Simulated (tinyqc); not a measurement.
Threshold-voltage variability of a planar MOSFET, analytic estimates: two steps of the calculation.

Three independent sources add in quadrature: random dopants in the depleted layer, metal-gate grains of two orientations, and roughness of the two gate edges acting through the roll-off VT = VT(long) - Vr exp(-L/l). These are first-order estimates: no three-dimensional electrostatics, no percolation.

Parameters, values chosen for the exercise; material values those of a made-up semiconductor: gate length L = 16 nm; gate width W = 43 nm; metal grain size G = 15 nm; work-function difference of the two grain orientations dW = 0.15 eV; share of the orientation of higher work function p = 0.3; rms roughness of one gate edge De = 1.3 nm; correlation length of the roughness La = 15 nm; decay length of the threshold roll-off l = 3.4 nm; prefactor of the roll-off Vr = 2.1 V; number of cells Nb = 65536; wanted yield Y = 0.71.

Question 1. Metal grains and edge roughness. Grains: Ng = L W/G^2 (at least 1), s2 = dW sqrt(p (1 - p)/Ng). Edges, with exponential correlation and u = W/La: the mean gate length has sL^2 = 2 De^2 (2/u)[1 - (1 - exp(-u))/u]; s3 = sL (Vr/l) exp(-L/l).

Wanted: Ng; s2; sL; dVT/dL; s3.

Answer 1.

Ng = 3.058
s2 = 39.31 mV
sL = 1.258 nm
dVT/dL = 5.585 mV/nm
s3 = 7.025 mV

Question 2. Margin in standard deviations for the wanted yield. Cells fail independently with probability Q(k) = erfc(k/sqrt(2))/2 when the margin is k standard deviations, and Y = exp(-Nb Q(k)). phi = exp(-k^2/2)/sqrt(2 pi). Newton steps on ln Q(k) = ln(-ln(Y)/Nb): k(new) = k + [ln Q - ln(-ln(Y)/Nb)] Q/phi.

k after iteration 1 = 4.6917373

Give: Q(k); phi; k after iteration 2.

Answer 2.

Q(k) = 1.354e-6
phi = 6.622e-6
k after iteration 2 = 4.416

Program tinyqc, `OMP_NUM_THREADS=1 python tinyqc.py 2090055 2090056 out.jsonl`; Intel Xeon 2.30GHz, shared host, one thread, about 0.01 s.
